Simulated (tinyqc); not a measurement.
What each parameter does: polytypes by hexagonality, and a cubic inclusion as a quantum well.

Gap: E3 + (Es - E3) h/hs for h up to hs, then linear from Es to E2 at h = 1. Valence top Ev2 h and polarisation P2 h, both counted from 3C; Ec = Ev + gap.

A cubic inclusion of width L = N d in the host (h = 0.3333) is a well of depth V = Ec(host) - Ec(3C). Square well with mass mismatch: k tan(k L/2) = (m_w/m_b) q, k = sqrt(m_w E/c), q = sqrt(m_b (V - E)/c), c = hbar^2/2m0, lowest root. The depth of the level, V - E, is its binding, and the transition to the valence top of the host is gap(host) - (V - E). The step in polarisation gives a field |F| = |P|/(eps eps0) in a thin inclusion, eps0 = 8.8541878e-12 F/m.

Constants: hbar^2/2m0 = 3.80998211 eV angstrom^2.

Inputs chosen for the exercise (of the order of those of SiC; the results hold for these values, not for the real material):
- E3 = 2.385 eV (gap of the cubic polytype)
- E2 = 3.36 eV (gap of 2H)
- Ev2 = 0.152 eV (valence top of 2H above that of 3C)
- P2 = -0.0476 C/m^2 (spontaneous polarisation of 2H)
- Es = 3.264 eV (gap at the hexagonality hs)
- hs = 0.5 (hexagonality up to which the first line holds)
- m = (0.296, 0.33) m0 (electron mass along c in the cubic layer and in the host)
- d = 2.527 angstrom (thickness of a double layer)
- eps = 10 (dielectric constant)
- N = 6 (double layers in the cubic inclusion)

Well depth, depth of the level, transition without the field and field. Each row changes one parameter from the base and keeps the others.

Results:
```
case                  V (eV)  depth (eV)  transition (eV)  |F| (MV/cm)
base                  0.6367      0.4354           2.5356        1.792
N = 7                 0.6367      0.4694           2.5016        1.792
Ev2 = 0.182 eV        0.6467      0.4440           2.5270        1.792
E3 = 2.365 eV         0.6500      0.4469           2.5174        1.792
E2 = 3.39 eV          0.6367      0.4354           2.5356        1.792
P2 = -0.0619 C/m^2    0.6367      0.4354           2.5356        2.330
eps = 11              0.6367      0.4354           2.5356        1.629
m = (0.355, 0.33) m0  0.6367      0.4465           2.5245        1.792
```

The largest shifts from the base row, up to three for each result and ties (the steps differ in size, so this ranks the rows, not the parameters). V (eV): E3 +0.0133, Ev2 +0.0100; unchanged at the printed digits by N, E2, P2, eps and m. depth (eV): N +0.0340, E3 +0.0116, m +0.0111; unchanged at the printed digits by E2, P2 and eps. transition (eV): N -0.0340, E3 -0.0182, m -0.0111; unchanged at the printed digits by E2, P2 and eps. |F| (MV/cm): P2 +0.538, eps -0.163; unchanged at the printed digits by N, Ev2, E3, E2 and m.

Computed by tinyqc, a small Python program: `OMP_NUM_THREADS=1 python tinyqc.py 1880179 1880180 out.jsonl` (the numbers bound the seed that draws the inputs); one thread of a shared host (Intel(R) Xeon(R) Processor @ 2.30GHz), about 0.04 s for the whole set of steps.
